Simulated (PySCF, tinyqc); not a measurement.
Worked calculation: CCD on RHF in the sto-3g basis, for H4, spin multiplicity 1. The lowest restricted solution is unstable here: a spin-polarised one lies 0.0282 hartree lower (PySCF). One step of it, computed by the program tinyqc.

Question. Iteration 9 (converged): orbitals. Diagonalise F' = X^T F X, C = X C', fill 2 alpha and 2 beta electrons from the bottom; D = 2 C_occ C_occ^T. Each column has its largest component positive (the first on a tie).

converged F (hartree), order 1H 1s, 2H 1s, 3H 1s, 4H 1s:
$$\begin{pmatrix}
-0.173463 & -0.367940 & -0.053046 & 0.013327 \\
-0.367940 & -0.207045 & -0.214915 & -0.053046 \\
-0.053046 & -0.214915 & -0.207045 & -0.367940 \\
0.013327 & -0.053046 & -0.367940 & -0.173463
\end{pmatrix}$$

X, order 1H 1s, 2H 1s, 3H 1s, 4H 1s:
$$\begin{pmatrix}
1.050437 & -0.193489 & 0.025009 & -0.004108 \\
-0.193489 & 1.084110 & -0.159523 & 0.025009 \\
0.025009 & -0.159523 & 1.084110 & -0.193489 \\
-0.004108 & 0.025009 & -0.193489 & 1.050437
\end{pmatrix}$$

Give: F' = X^T F X; orbital energies; coefficients C; D after iteration 9.

Answer.

F' = X^T F X (hartree):
$$\begin{pmatrix}
-0.0506 & -0.3562 & 0.0309 & 0.0117 \\
-0.3562 & -0.0299 & -0.2042 & 0.0309 \\
0.0309 & -0.2042 & -0.0299 & -0.3562 \\
0.0117 & 0.0309 & -0.3562 & -0.0506
\end{pmatrix}$$

orbital energies (hartree): MO1 -0.4761, MO2 -0.3487, MO3 0.2031, MO4 0.4609

coefficients C, order 1H 1s, 2H 1s, 3H 1s, 4H 1s:
$$\begin{pmatrix}
0.3460 & 0.5075 & 0.6647 & -0.5678 \\
0.4534 & 0.3989 & -0.4858 & 0.7988 \\
0.4534 & -0.3989 & -0.4858 & -0.7988 \\
0.3460 & -0.5075 & 0.6647 & 0.5678
\end{pmatrix}$$

D after iteration 9, order 1H 1s, 2H 1s, 3H 1s, 4H 1s:
$$\begin{pmatrix}
0.7546 & 0.7187 & -0.0911 & -0.2756 \\
0.7187 & 0.7295 & 0.0929 & -0.0911 \\
-0.0911 & 0.0929 & 0.7295 & 0.7187 \\
-0.2756 & -0.0911 & 0.7187 & 0.7546
\end{pmatrix}$$
